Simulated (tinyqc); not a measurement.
Transparency density and B against temperature: optical gain and spontaneous emission in a bulk direct-gap semiconductor.

Parabolic bands, vertical transitions, no excitons. For each hole band j: mr = me mj/(me + mj); joint density of states J_j(E) = (mr/c)^(3/2) sqrt(E - Eg)/(2 pi^2), both spins, c = hbar^2/2m0; averaged matrix element |e.p|^2 = m0 Ep/6; alpha_j(E) = 4 pi^2 alpha_f c Ep J_j/(3 nr E) in 1/angstrom (alpha_f the fine-structure constant, listed as alpha among the constants), times 1e8 for 1/cm.

F_j(eta) = (1/Gamma(j + 1)) integral_0^infinity x^j dx/(1 + exp(x - eta)), which tends to exp(eta) for eta << 0.

Quasi-Fermi levels: n = Nc F_1/2(Fc/kT) and p = Nv F_1/2(Fv/kT), Fc counted up from the conduction edge and Fv down from the valence edge; Nc, Nv from N = 2 (m kB T/(4 pi c))^(3/2) with c = hbar^2/2m0, in 1/angstrom^3; times 1e24 for 1/cm^3, with me and (mhh^(3/2) + mlh^(3/2))^(2/3).

For band j the electron sits at Ee = (E - Eg) mr/me above its edge and the hole at Eh = (E - Eg) mr/mj; fe = 1/(1 + exp((Ee - Fc)/kT)), fh = 1/(1 + exp((Eh - Fv)/kT)); gain g = sum_j alpha_j (fe + fh - 1).

Spontaneous rate: R = integral of (nr E/(hbar c))^2/(pi^2 hbar) sum_j alpha_j fe fh dE, with alpha in 1/cm and (nr E/(hbar c))^2 in 1/cm^2 (1e16 per 1/angstrom^2); B = R/(n p); lifetime n/R.

Constants: hbar^2/2m0 = 3.80998211 eV angstrom^2; fine-structure constant alpha = 0.007297352564; kB = 8.617333262e-05 eV/K; hbar = 6.58211957e-16 eV s; hbar c = 1973.269805 eV angstrom.

Values chosen for the exercise (near those of GaAs; shifted at random, so the results belong to these values and not to a real crystal): Eg = 1.406 eV (direct gap); me = 0.0648 m0 (electron mass); mhh = 0.479 m0 (heavy-hole mass); mlh = 0.08 m0 (light-hole mass); Ep = 25.7 eV (Kane energy); nr = 3.57 (refractive index).

Eg is held fixed; B is taken at n = 1e15 1/cm^3.

Results:
```
T (K)  transparency density (1/cm^3)  Fc/kT there  B (cm^3/s)
100                         2.24e+17        1.988    1.36e-09
150                         4.11e+17        1.988    7.44e-10
200                         6.32e+17        1.988    4.86e-10
250                         8.84e+17        1.988    3.49e-10
300                         1.16e+18        1.988    2.67e-10
350                         1.46e+18        1.988    2.13e-10
400                         1.79e+18        1.988    1.75e-10
500                         2.50e+18        1.988    1.26e-10
```

What does the comparison show, and why?

Fc/kT at transparency stays at 1.988, since it depends on Nv/Nc alone, so the density goes as T^1.50. B goes as T^-1.48, against T^-1.5 for non-degenerate carriers: hot carriers spread over k and fewer pairs share a wave vector.

Run: tinyqc, `OMP_NUM_THREADS=1 python tinyqc.py 1650840 1650841 out.jsonl`; Intel(R) Xeon(R) Processor @ 2.30GHz, one thread, shared host; about 0.07 s of CPU time with all checks.
